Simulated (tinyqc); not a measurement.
# MOS structure on a p-type body, non-linear Poisson equation by Newton steps: effects of single changes

One dimension, insulator interface at x = 0, acceptor density Na, uniform, net doping C = -(acceptor density). psi is counted from the intrinsic level: n = ni exp((psi - Vb)/Vt), p = ni exp(-psi/Vt); deep in the body psi_b = -Vt ln(Na/ni). The gate acts through Cox = eps0 eox/tox and has the potential psi_G = Vg - (phiM - chi - Vt ln(Nc/ni)). Boltzmann statistics, full ionisation, classical densities, no oxide or interface charge.

Inputs (values chosen for the exercise); band and dielectric values close to those of silicon: temperature T = 300 K; band gap Eg = 1.14 eV; relative permittivity eps_r = 11.6; conduction-band density of states at T Nc = 2.86e19 cm^-3; valence-band density of states at T Nv = 2.63e19 cm^-3; electron affinity chi = 4.11 eV; acceptor density deep in the body Na = 1.4e18 cm^-3; relative permittivity of the gate insulator (close to silicon dioxide) eox = 3.9; insulator thickness tox = 1.5 nm; gate work function phiM = 4.28 eV; electron quasi-Fermi potential against the body Vb = 0 V.

Constants: q = 1.602176634e-19 C, kB = 1.380649e-23 J/K, Vt = kB T/q, eps0 = 8.8541878128e-14 F/cm where lengths are in cm. Results are converted to the units shown.

Each table varies one quantity; the others keep the values above.

## Charge and capacitance against gate voltage

ni = sqrt(Nc Nv) exp(-Eg/(2 Vt)), Eg in volts. The Poisson equation d/dx(eps0 eps_r dpsi/dx) = -q (p - n + C), with eps0 eps_r dpsi/dx = -Cox (psi_G - psi_0) at x = 0, is solved on a mesh of about 600 nodes or more. N_inv is the integral of n less its value deep in the body. C_LF = Cox (1 - dpsi_0/dVg) with all carriers following; C_HF is the same with the electron quasi-Fermi level shifting uniformly so that N_inv stays fixed. The centroid is that of the same excess.

Charge and capacitance against gate voltage:
```
Vg (V),psi_0 - psi_b (V),N_inv (cm^-2),C_LF/Cox,C_HF/Cox,centroid (nm)
0,0.659,2.28e5,0.156,0.156,0.514
0.18,0.813,7.63e7,0.143,0.143,0.457
0.35,0.958,1.94e10,0.169,0.132,0.417
0.53,1.06,9.10e11,0.700,0.127,0.375
0.71,1.10,2.93e12,0.864,0.126,0.335
0.89,1.12,5.22e12,0.911,0.126,0.303
1.06,1.13,7.46e12,0.932,0.126,0.278
1.24,1.14,9.88e12,0.946,0.126,0.257
1.42,1.15,1.23e13,0.954,0.126,0.239
```

N_inv goes from 2.28e5 to 1.23e13 cm^-2 and passes 2e11 cm^-2 at Vg = 0.433 V. Below threshold it takes 71.3 mV a decade between Vg = 0 and 0.18 V, against Vt ln 10 = 59.5 mV. C_LF/Cox is lowest, 0.143, at Vg = 0.18 V among the rows listed and ends at 0.954, while C_HF/Cox ends at 0.126. Between the last two rows q dN_inv/dVg is 0.948 Cox. Where the classical centroid is under about 2 nm, confinement would move the charge away from the interface and raise the threshold. Above about 2e12 cm^-2 degeneracy matters too.

## Effect of the electron quasi-Fermi potential against the body on threshold, swing and body effect

VT is the Vg at which N_inv = 2e11 cm^-2. m = 1/(dpsi_0/dVg) at N_inv = 1e8 cm^-2; the swing is the Vg between N_inv = 1e8 and 1e9 cm^-2; body coefficient [VT(Vb + 0.05 V) - VT(Vb)]/0.05 V - 1.

Result of one run:
```
Vb (V),VT (V),psi_0 - psi_b at VT (V),m - 1,swing (mV/decade),body coefficient
1.5,2.12,2.53,0.0973,65.7,0.0983
```

What becomes of these results when the electron quasi-Fermi potential against the body Vb is changed from 1.5 to 0.6 V, all else the same?

Result of the changed run:
```
Vb (V),VT (V),psi_0 - psi_b at VT (V),m - 1,swing (mV/decade),body coefficient
0.6,1.12,1.63,0.125,67.5,0.125
```

The whole series:
```
Vb (V),VT (V),psi_0 - psi_b at VT (V),m - 1,swing (mV/decade),body coefficient
0,0.433,1.02,0.166,70.4,0.161
0.3,0.779,1.32,0.141,68.7,0.139
0.6,1.12,1.63,0.125,67.5,0.125
0.9,1.45,1.93,0.113,66.8,0.114
1.2,1.79,2.23,0.104,66.2,0.105
1.5,2.12,2.53,0.0973,65.7,0.0983
1.8,2.45,2.83,0.0915,65.3,0.0926
```

As Vb goes from 0 to 1.8, VT rises from 0.433 to 2.45 V, the swing falls from 70.4 to 65.3 mV/decade and the body coefficient falls from 0.161 to 0.0926. The swing stays within 1.5 % of m Vt ln 10, and the body coefficient within 0.0047 of m - 1.

Computed by the program tinyqc: `OMP_NUM_THREADS=1 python tinyqc.py 2080072 2080073 out.jsonl`, one thread of a shared Intel Xeon 2.30GHz, about 0.3 s for the whole run.
